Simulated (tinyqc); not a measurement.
# Thin-body transistor below threshold, two-dimensional Poisson equation on a small mesh: effect of the relative permittivity of the insulator

A thin body on a thick buried insulator of low permittivity, taken as carrying no normal field at the bottom of the body (row 0). Mobile charge is neglected (subthreshold), the body is fully depleted, and potentials are counted from the intrinsic level; rows run upward to the gate, columns from source to drain.

Mesh: rows i = 0..12 in the semiconductor (step hs = tb/12, row 12 on the interface), then 8 step(s) ho = tox/8 up to the gate row 20; columns j = 0..80 (step hy = L/80). Box integration, divided by eps0: up_i = eps hy/h of the interval above row i, dn_i = that of the interval below (0 for row 0), lat_i = (sum of eps h/2 over the intervals above and below)/hy, s_i = -q Na w_i hy/eps0 with w_i the semiconductor height of the box (hs/2 for row 0 and the interface row, hs between, 0 in the insulator). Each free node obeys (up + dn + 2 lat) psi = up psi(above) + dn psi(below) + lat [psi(left) + psi(right)] + s. Fixed values: gate row Vg - Vfb; column 0 at Vbi and the last column at Vbi + Vd in the semiconductor, each running linearly to Vg - Vfb across the insulator. The system is solved directly. On row 0 the minimum of psi and its place come from a parabola through the three lowest nodes; barrier = Vbi - minimum, swing = Vt ln 10/(d psi/dVg), DIBL = (d psi/dVd)/(d psi/dVg) there. Lambda = pi/k with k the smallest positive root of tan(k tox) tan(k tb) = eox/eps_r.

Parameters, values chosen for the exercise; semiconductor permittivity close to that of germanium:

| symbol | value | unit | meaning |
|---|---|---|---|
| T | 400 | K | temperature |
| eps_r | 16 |  | relative permittivity of the semiconductor |
| tb | 6 | nm | body thickness |
| tox | 1.8 | nm | insulator thickness |
| L | 41 | nm | channel length |
| Na | 5.7e17 | cm^-3 | acceptor density of the depleted body |
| Vbi | 0.54 | V | potential of the source |
| Vfb | 0.04 | V | gate offset |
| Vg | 0.05 | V | gate voltage |
| Vd | 0.7 | V | drain voltage |

Constants: q = 1.602176634e-19 C, kB = 1.380649e-23 J/K, Vt = kB T/q, eps0 = 8.8541878128e-14 F/cm where lengths are in cm. Results are converted to the units shown.

Effect of the relative permittivity of the insulator:
```
eox  L/Lambda  barrier (V)  place y/L  swing (mV/decade)  DIBL (mV/V)
3.9     1.718       0.4448     0.4247              94.56        58.46
5.9     1.995       0.4773     0.4347              88.97        36.94
8.8     2.263       0.4980     0.4422              85.67        24.22
13      2.508       0.5108     0.4476              83.71        16.64
20      2.746       0.5192     0.4520              82.41        11.66
30      2.929       0.5238     0.4549              81.69        8.898
```

As eox goes from 3.9 to 30, the barrier rises from 0.445 to 0.524 V, the swing falls from 94.6 to 81.7 mV a decade and DIBL falls from 58.5 to 8.90 mV/V; the ideal swing is 79.4. L/Lambda goes from 1.7 to 2.9.

Program tinyqc, `OMP_NUM_THREADS=1 python tinyqc.py 2480094 2480095 out.jsonl`; Intel Xeon 2.30GHz, shared host, one thread, about 0.1 s.
